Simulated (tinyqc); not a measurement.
Inside a calculation. Model: signal and retention of a DRAM cell.

Numbers from tinyqc (`OMP_NUM_THREADS=1 python tinyqc.py 2130048 2130049 out.jsonl`; about 0.01 s on one thread of a shared Intel Xeon 2.30GHz). Printed values are rounded.

A stored one starts at Vd and leaks: Cs dV/dt = -I(V), I = a sqrt((V + Vb)/(Vd + Vb)) + b, with a = Ig exp[-(Eg1 q/kB)(1/T - 1/T0)] (generation in a depletion layer) and b = Is exp[-(Es q/kB)(1/T - 1/T0)]. The bit line is precharged to Vd/2, and charge sharing gives the signal (V - Vd/2) Cs/(Cs + Cb).

Parameters, values chosen for the exercise:
```
symbol,value,unit,meaning
Vd,1.3,V,array voltage
Cs,22,fF,cell capacitance
Cb,53,fF,bit-line capacitance
dm,35,mV,smallest signal that the sense amplifier resolves
Vb,1.39,V,built-in plus back-bias voltage of the storage junction
Ig,0.72,fA,junction leakage at V = Vd and T0
Is,0.76,fA,voltage-independent leakage at T0
Es,0.35,eV,activation energy of Is
T0,358,K,reference temperature
T,328,K,temperature
sg,0.6,,deviation of ln(retention time) over the cells
Nc,4.29e9,,cells
tr,32,ms,refresh interval
Eg1,0.53,eV,activation energy of Ig
```

Constants: q = 1.602176634e-19 C, kB = 1.380649e-23 J/K. Results are converted to the units shown.

Range of the model: Real arrays also hold a tail of unusually leaky cells and cells whose retention varies in time, which this model lacks.

## Signal and margin

The cell fails below Vc = Vd/2 + dm (Cs + Cb)/Cs.

transfer ratio = 0.2933333
signal of a fresh one = 190.6667 mV
Vc = 0.7693182 V
charge that may be lost = 11.67500 fC
the same in electrons = 72869.62

## Retention time

With s = sqrt((Vc + Vb)/(Vd + Vb)), the time from Vd to Vc is t = [2 Cs (Vd + Vb)/a] [1 - s - (b/a) ln((a + b)/(a s + b))].

a = 0.1495935 fA
b = 0.2692520 fA
retention time = 28.39555 s
estimate with the current held at a + b = 27.87424 s

The constant-current estimate is 1.8 % below the true time, since the junction leaks less as V falls.

## Failing cells

This time is the median of a log-normal spread: failing cells = Nc erfc(z/sqrt 2)/2, z = ln(t/tr)/sg. One failure is expected at the interval where that count equals 1.

z = 11.31375
failing cells = 2.406384e-20
interval for one failure = 675.8293 ms

The weakest cell of the array lies about 6.23 deviations out, a factor of 42.0 below the median; the chosen interval is shorter than that time.
